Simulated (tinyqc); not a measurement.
Phonon transmission through an interface between two chains by Green functions: one step, computed by the program tinyqc. Command: `OMP_NUM_THREADS=1 python tinyqc.py 3024780 3024781 out.jsonl agf walk`. One thread of a shared host (Intel(R) Xeon(R) Processor @ 2.30GHz), about 0.01 s of CPU time with the checks.

Two semi-infinite chains (masses m_1, m_2; springs k_1, k_2), motion along the chain. The central region holds the end atom of each chain and one interlayer atom of mass m_b, joined by springs k_b. lambda = omega^2 in eV/(angstrom^2 u); nu = 15.6333042 THz x sqrt(lambda).

Question. Self-energies and the matrix at the probe frequency. In chain i, sin(q_i a/2) = nu/nu_max,i. An outgoing wave makes the next atom move as exp(i q_i a) times the end atom, so the lead adds the self-energy Sigma_i = -k_i exp(i q_i a) to the force-constant matrix; Gamma_i = -2 Im Sigma_i = 2 k_i sin(q_i a). A = lambda M - K - Sigma over the central atoms, with K_ii the sum of the springs at i, K_(i,i+1) = -k_b; G = inverse of A; transmission = Gamma_1 Gamma_2 |G_(first,last)|^2.

Inputs (values chosen for the exercise, for two model chains):

| quantity | value | unit |
|---|---|---|
| mass m_1 | 56.2 | u |
| spring k_1 | 8.94 | eV/angstrom^2 |
| mass m_2 | 101 | u |
| spring k_2 | 6.36 | eV/angstrom^2 |
| junction spring k_b | 3.88 | eV/angstrom^2 |
| interlayer mass m_b | 74.6 | u |

Atoms in the interlayer: one.

probe frequency = 3.373783 THz

band top of chain 1 = 12.47043 THz

band top of chain 2 = 7.846006 THz

Constants: nu for 1 eV/(angstrom^2 u) = 15.6333042 THz.

Give: q_1 a; q_2 a; Gamma_1; Gamma_2; A (complex symmetric).

Answer.

q_1 a = 0.5479 rad

q_2 a = 0.8890 rad

Gamma_1 = 9.314 eV/angstrom^2

Gamma_2 = 9.876 eV/angstrom^2

A (complex symmetric) (eV/angstrom^2):
```
               end of 1  layer 1       end of 2
end of 1  -2.571+4.657i    3.880          0.000
layer 1           3.880   -4.286          3.880
end of 2          0.000    3.880  -1.528+4.938i
```
